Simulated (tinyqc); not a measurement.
Non-radiative capture by multiphonon emission, one effective mode: one step, computed by the program tinyqc. Command: `OMP_NUM_THREADS=1 python tinyqc.py 3008889 3008890 out.jsonl capture walk`. One thread of a shared host (Intel(R) Xeon(R) Processor @ 2.30GHz), about 0.01 s of CPU time with the checks.

The initial state (free carrier plus empty centre) lies dE above the final state; both have the same frequency and are displaced by dQ.

Question. Geometry of the two curves. dQ = sqrt(2 S (hbar^2/u)/hbar omega); relaxation energy lambda = S hbar omega; phonons needed P = dE/hbar omega; classical barrier E_b = (dE - lambda)^2/(4 lambda); occupation n = 1/(exp(hbar omega/k_B T) - 1).

Inputs (values chosen for the exercise, for a model semiconductor):
```
quantity,value,unit
energy released dE,0.442,eV
phonon energy hbar omega,28.1,meV
Huang-Rhys factor S,7.78,-
temperature T,77,K
```

Centre: neutral.

Constants: hbar^2/u = 4.18015928e-03 eV angstrom^2; k_B = 8.617333262e-05 eV/K.

Give: dQ; lambda; P; classical barrier E_b; occupation n.

Answer.

dQ = 1.521 u^(1/2) angstrom

lambda = 0.218618 eV

P = 15.73

classical barrier E_b = 0.05706 eV

occupation n = 0.01469

dE exceeds lambda: the inverted case usual for deep centres, in which the curves cross on the far side of the initial minimum.
